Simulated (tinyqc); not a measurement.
The window of frequencies: the 3-omega method: a line heater on a substrate with a thin film. Computed by tinyqc, a small Python program. Command: `OMP_NUM_THREADS=1 python tinyqc.py 3009425 3009426 out.jsonl threeomega walk`. One thread of a shared host (Intel(R) Xeon(R) Processor @ 2.30GHz), about 0.01 s of CPU time with the checks.

A current at angular frequency omega = 2 pi f heats the line at 2 omega with the amplitude P per length; the temperature swing Delta T at 2 omega gives a voltage at 3 omega. The substrate is taken as semi-infinite and isotropic, and the heat capacity of heater and film is left out.

Inputs (values chosen for the exercise, modelled on silica on sapphire):
```
quantity                      value           unit
substrate conductivity kappa   34.2        W/(m K)
substrate heat capacity C      3.21  1e6 J/(m^3 K)
heater half-width b             8.4     micrometre
power amplitude per length P     18            W/m
current frequency f             890             Hz
substrate thickness d_s         500     micrometre
```

Method:
- D = kappa/C; q = sqrt(2 i omega/D); penetration depth 1/|q| = sqrt(D/(2 omega)).
- Delta T_s = (P/(pi kappa)) int_0^infinity (sin x/x)^2 / sqrt(x^2 + (q b)^2) dx with (q b)^2 = i |q b|^2, averaged over the heater width (12 Gauss-Legendre points on each of the pieces 0, 14 log-spaced edges from 1e-5 to 1, and multiples of pi to 40 pi; the tail adds 1/(4 (40 pi)^2)).
- For |q| b much below 1: Delta T_s = (P/(pi kappa)) [-ln(|q| b) + eta - i pi/4], eta = 3/2 - C_E = 0.92278, with Euler's C_E = 0.5772157.
- The slope value uses each f and 2f: kappa = P ln 2/(2 pi [Delta T(f) - Delta T(2f)]).

diffusivity D = 10.6542 mm^2/s

Bare substrate; columns: (1) f (Hz); (2) penetration depth (micrometre); (3) |q| b; (4) in-phase (K); (5) out-of-phase (K); (6) narrow-line form (K); (7) kappa from the slope (W/(m K)):
```
(1)        (2)        (3)       (4)        (5)        (6)     (7)
0.12    2658.1  0.0031602    1.1191   -0.13158     1.1191  34.200
1.2     840.55  0.0099934   0.92622   -0.13156    0.92622  34.201
12      265.81   0.031602   0.73336   -0.13145    0.73334  34.213
60      118.87   0.070664   0.59863   -0.13107    0.59852  34.264
240     59.436    0.14133   0.48283   -0.12993    0.48240  34.454
1200    26.581    0.31602   0.34971   -0.12554    0.34758  35.435
4800    13.290    0.63204   0.23943   -0.11491    0.23146  38.879
24000   5.9436     1.4133   0.12904  -0.087643   0.096644  55.209
120000  2.6581     3.1602  0.058925  -0.050498  -0.038172  114.85
720000  1.0851     7.7409  0.024039  -0.022641   -0.18826  282.03
```

What does the comparison show, and why?

The slope gives kappa within 1 % up to |q| b = 0.14 (f = 240 Hz) among these rows. The penetration depth stays under d_s/5 = 100 micrometre from f = 240 Hz up, so that row alone meets both conditions. At high f the flow turns one-dimensional: in-phase and out-of-phase parts become equal in size (ratio 0.94 in the last row) and fall as f^(-1/2) (exponent -0.50).
